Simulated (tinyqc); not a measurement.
Sp3 tight binding, zinc-blende lattice, step by step. One step of it, computed by the program tinyqc.

Task: Bloch Hamiltonian at k. Slater-Koster rules over the four bonds with direction cosines (l, m, n): ss V_ss; s-px l V_sp; px-s -l V_sp; px-px l^2 V_pps + (1 - l^2) V_ppp; px-py l m (V_pps - V_ppp); each times exp(i k.d).

Parameters chosen for this model: zinc-blende lattice, anion at 0, cation at a/4 (1,1,1); V = eta hbar^2 / (m d^2), hbar^2/m = 7.619964 eV angstrom^2:
```
parameter          value      unit
a               6.370000  angstrom
d               2.758291  angstrom
Es anion      -15.280000        eV
Ep anion       -8.800000        eV
Es cation      -9.050000        eV
Ep cation      -5.540000        eV
eta ss         -1.400000
eta sp          1.840000
eta pp sigma    3.240000
eta pp pi      -0.810000
V ss           -1.402170        eV
V sp            1.842853        eV
V pp sigma      3.245023        eV
V pp pi        -0.811256        eV
```

k point k (2 pi / a): -0.120000  -0.110000  0.630000

Give: H(k) at k.

Result:

H(k) at k (eV), lower triangle (Hermitian):
```
                a s           a px           a py          a pz
a s         -15.280
a px          0.000         -8.800
a py          0.000          0.000         -8.800
a pz          0.000          0.000          0.000        -8.800
c s   -2.980-0.151i  -0.601-0.431i  -0.657-0.395i  0.075+3.442i
c px   0.601+0.431i   1.149+0.058i  -0.096-4.374i  0.834+0.501i
c py   0.657+0.395i  -0.096-4.374i   1.149+0.058i  0.763+0.548i
c pz  -0.075-3.442i   0.834+0.501i   0.763+0.548i  1.149+0.058i

         c s    c px    c py    c pz
c s   -9.050
c px   0.000  -5.540
c py   0.000   0.000  -5.540
c pz   0.000   0.000   0.000  -5.540
```
